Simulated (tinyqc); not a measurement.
From results back to parameters: buckled dimers of a reconstructed (001) surface, two dangling bonds a dimer. Four cases, with inputs chosen for the exercise.

Problem. With tp the pi coupling of the two dangling bonds, gm their shift per height and kf the force constant (elastic energy kf z^2), an isolated buckled dimer has gap 2 gm^2/kf, buckling z with (gm z)^2 + tp^2 = (gm^2/kf)^2, and charge gm z/(gm^2/kf) moved to the up atom. The values come from hidden parameters.

Case 1.

gap = 0.929887 eV
z = 0.186854 angstrom
charge moved = 0.892186 e

Case 2.

gap = 0.904155 eV
z = 0.154991 angstrom
charge moved = 0.785105 e

Case 3.

gap = 1.360048 eV
z = 0.306799 angstrom
charge moved = 0.762459 e

Case 4.

gap = 1.167361 eV
z = 0.234848 angstrom
charge moved = 0.824832 e

Find: tp; gm; kf.

Solution. With x half the gap and c the charge: tp = x sqrt(1 - c^2), gm = x c/z, kf = gm^2/x.

Case 1.

tp = 0.21 eV
gm = 2.22 eV/angstrom
kf = 10.6 eV/angstrom^2

Case 2.

tp = 0.28 eV
gm = 2.29 eV/angstrom
kf = 11.6 eV/angstrom^2

Case 3.

tp = 0.44 eV
gm = 1.69 eV/angstrom
kf = 4.2 eV/angstrom^2

Case 4.

tp = 0.33 eV
gm = 2.05 eV/angstrom
kf = 7.2 eV/angstrom^2

Computed by tinyqc, one run a case: `OMP_NUM_THREADS=1 python tinyqc.py N N+1 out.jsonl` with N = 1482680, 1482781, 1482799, 1482822; one thread of a shared Intel(R) Xeon(R) Processor @ 2.30GHz, about 0.07 s a run at most.
